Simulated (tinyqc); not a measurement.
Compensation sets the slope of the freeze-out: donors with valley-orbit split 1s states.

Each donor binds at most one electron, in any of its states. For a site s, W_s = sum over its states of g exp(E/kT), and the ionised share is 1/(1 + W_s exp(eta)), eta = (EF - Ec)/kT; n = Nc F_1/2(eta); neutrality n + NA = ND x (mean ionised share); holes are neglected. Nc from N = 2 (m kB T/(4 pi c))^(3/2) with c = hbar^2/2m0, in 1/angstrom^3; times 1e24 for 1/cm^3, m = md. F_j(eta) = (1/Gamma(j + 1)) integral_0^infinity x^j dx/(1 + exp(x - eta)), which tends to exp(eta) for eta << 0.

Constants: hbar^2/2m0 = 3.80998211 eV angstrom^2; kB = 8.617333262e-05 eV/K.

Values chosen for the exercise (near those of P in Si; shifted at random, so the results belong to these values and not to a real crystal):
```
symbol  value               unit    meaning
md      1.034               m0      density-of-states mass of the conduction band
E       (46.5, 34.4, 33.2)  meV     binding energies of 1s(A1), 1s(T2), 1s(E)
g       (2, 6, 4)                   their degeneracies with spin
ND      2.7e+15             1/cm^3  donors
```

NA = K ND. The slope energy is -d ln(n T^(-p))/d(1/kT) between 30 and 36 K, with p = 3/4 for K = 0 and p = 3/2 otherwise.

Results:
```
K       n(30 K) (1/cm^3)  n(36 K) (1/cm^3)  slope energy (meV)
0               4.09e+12          2.04e+13               22.85
0.0010          2.95e+12          1.91e+13               24.74
0.010           6.00e+11          1.09e+13               40.80
0.050           1.18e+11          2.90e+12               45.46
0.20            2.48e+10          6.22e+11               45.77
0.50            6.19e+09          1.56e+11               45.79
```

Without acceptors the slope is 22.85 meV, against half the ground-state energy, 23.25; with K = 0.05 it is 45.46 meV, against the full 46.5. The full energy (less a few meV where excited levels lie within a few kT) shows where n is far below NA, since the acceptors then hold EF near the donor level: n(36 K)/NA is 7.1 for K = 0.001 and 0.021 for K = 0.05; for K = 0.001 the sample is still in or near the uncompensated regime, where p = 3/2 is the wrong power, so that slope means little.

Computed by tinyqc, a small Python program: `OMP_NUM_THREADS=1 python tinyqc.py 1680244 1680245 out.jsonl` (the numbers bound the seed that draws the inputs); one thread of a shared host (Intel(R) Xeon(R) Processor @ 2.30GHz), about 0.01 s for the whole set of steps.
